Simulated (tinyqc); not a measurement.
Monte Carlo simulation of one carrier in a uniform electric field: one step, computed by the program tinyqc. Command: `OMP_NUM_THREADS=1 python tinyqc.py 3015737 3015738 out.jsonl mcfl walk`. One thread of a shared host (Intel(R) Xeon(R) Processor @ 2.30GHz), about 1 s of CPU time with the checks.

The force e F acts along +z. Flights end at the constant total rate Gamma; the part of Gamma that the real rates do not fill is self-scattering, which leaves k unchanged. One valley, no impurities; equivalent final valleys enter only through Z_f in the optical rate.

Problem. Scattering event 2. Parabolic band: E = hbar^2 k^2/(2 m), speed v = hbar k/m, states per spin, volume and energy g(E) = m k/(2 pi^2 hbar^2). Masses are multiplied by m_0 and all formulas are in SI units. Phonon occupation N_q = 1/(exp(hbar w/(k_B T)) - 1). Acoustic deformation potential (elastic, equipartition, absorption and emission together): 1/tau = 2 pi k_B T D_A^2 g(E)/(hbar rho v_l^2). Optical or intervalley deformation potential: 1/tau = (pi Z_f D_o^2/(rho w)) [N_q g(E + hbar w) + (N_q + 1) g(E - hbar w)], with g = 0 below the band edge. Choice: with cumulative rates in the order acoustic, absorption, emission, the process is the first whose sum exceeds r2 Gamma; if none, self-scattering. Final state: E' = E, E + hbar w or E - hbar w gives k'. Isotropic processes: cos(theta) = 1 - 2 r3 from the z axis, phi = 2 pi r4, k' (sin theta cos phi, sin theta sin phi, cos theta). Use row 2 of the random numbers.

Inputs (values chosen for the exercise, modelled on holes in germanium):

| quantity | value | unit |
|---|---|---|
| effective mass m | 0.303 | m_0 |
| density rho | 5323 | kg/m^3 |
| sound velocity v_l | 5390 | m/s |
| acoustic deformation potential D_A | 5 | eV |
| phonon energy hbar w | 36.5 | meV |
| optical or intervalley deformation potential D_o | 8.8 | 1e8 eV/cm |
| final valleys Z_f | 1 | - |
| lattice temperature T | 77 | K |

Crystal: non-polar. Band: parabolic.

k at the end of the flight (1/nm): -0.0490000  0.0340000  0.2834853

Random numbers (0.02 to 0.98, from up to 60 sets tried for early real events), one row a flight:
```
       r1      r2      r3      r4
1  0.2163  0.4105  0.0640  0.1105
2  0.0318  0.2619  0.9666  0.4975
3  0.1368  0.6657  0.7028  0.1669
4  0.6886  0.1331  0.6476  0.4496
5  0.8003  0.5836  0.1736  0.6492
6  0.2980  0.4310  0.4033  0.9198
7  0.2664  0.0841  0.2809  0.6385
```

Gamma = 8.769242 1e12/s

Constants: hbar = 1.054571817e-34 J s; m_0 = 9.1093837015e-31 kg; e = 1.602176634e-19 C; k_B = 1.380649e-23 J/K; hbar = 6.582119569e-16 eV s; k_B = 8.617333262e-05 eV/K.

Give: cumulative rates; r2 Gamma; process chosen; k after event 2, the start of the next flight.

Solution.

cumulative rates (1e12/s): acoustic 0.0957, absorption 0.1024, emission 0.1024

r2 Gamma = 2.297 1e12/s

Process chosen: self-scattering

k after event 2, the start of the next flight (1/nm): -0.0490  0.0340  0.2835
